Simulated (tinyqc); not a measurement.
# Worked calculation: vertical double-diffused power MOSFET, components of the on-resistance

Computed by the program tinyqc: `OMP_NUM_THREADS=1 python tinyqc.py 2230129 2230130 out.jsonl`, one thread of a shared Intel Xeon 2.30GHz, about 0.01 s for the whole run. Printed values are rounded.

Stripe cells of pitch Wp + a, two channels a cell. Current flows through the channels, spreads in the accumulation layer, passes the gap between the p bodies and spreads at 45 degrees into the drift layer below them. Low drain voltage, full ionisation.

Inputs (values chosen for the exercise); bulk values close to those of 4H silicon carbide: temperature T = 300 K; relative permittivity eps_r = 9.68; critical-field constant Kc = 22400 V/cm per (cm^-3)^(1/8); rated breakdown voltage of the drift layer BV = 1700 V; drift mobility at 300 K mud = 786 cm^2/(V s); temperature exponent of the drift mobility bt = 2.3; gate oxide thickness (eps_r 3.9) tox = 32 nm; gate overdrive Vov = 11 V; channel mobility mch = 47 cm^2/(V s); accumulation-layer mobility mac = 75 cm^2/(V s); channel length Lc = 0.8 um; width of the p body in one cell, channels included Wp = 2.6 um; gap between neighbouring p bodies a = 2.6 um; depth of the p body xp = 1.7 um; doping of the gap over the drift doping Nj = 3; built-in voltage of the body junction Vbi = 2.95 V; substrate and contact resistance Rs = 0.24 mohm cm^2.

Constants: q = 1.602176634e-19 C, eps0 = 8.8541878128e-14 F/cm where lengths are in cm. Results are converted to the units shown.

## Drift layer

Triangular field at breakdown with Ec = Kc N^(1/8): BV = eps0 eps_r Ec^2/(2 q N), so N = (eps0 eps_r Kc^2/(2 q BV))^(4/3); W = 2 BV/Ec; mu = mud (T/300 K)^(-bt); rho = 1/(q mu N); ideal resistance rho W.

drift doping N = 7.296385e15 cm^-3
Ec = 2.153458 MV/cm
drift thickness W = 15.78856 um
electron mobility mu at T = 786 cm^2/(V s)
drift resistivity rho = 1.088327 ohm cm
ideal resistance = 1.718311 mohm cm^2

## Components of the on-resistance

Pitch p = Wp + a, Cox = 3.9 eps0/tox; zero-bias depletion in the gap w0 = sqrt(2 eps0 eps_r Vbi/(q N Nj)), open gap g = a - 2 w0; R_ch = Lc p/(2 mch Cox Vov); R_acc = 0.6 a p/(4 mac Cox Vov), 0.6 being an empirical factor for current leaving the layer along its length; R_gap = (rho/Nj) xp p/g; spreading depth t = min(W, (p - g)/2); R_drift = (rho p/2) ln((g + 2 t)/g) + rho (W - t); R_on = the sum with Rs.

w0 = 0.3797243 um
g = 1.840551 um
components (mohm cm^2): channel 0.3728288, accumulation 0.2277984, gap 0.1742378, drift 1.829388, substrate 0.24
R_on = 2.844252 mohm cm^2
shares (%): channel 13.10815, accumulation 8.00908, gap 6.12596, drift 64.31875, substrate 8.43807

The drift term is the largest. R_on is 1.66 times the ideal drift resistance rho W, and spreading raises the drift term to 1.06 times it.
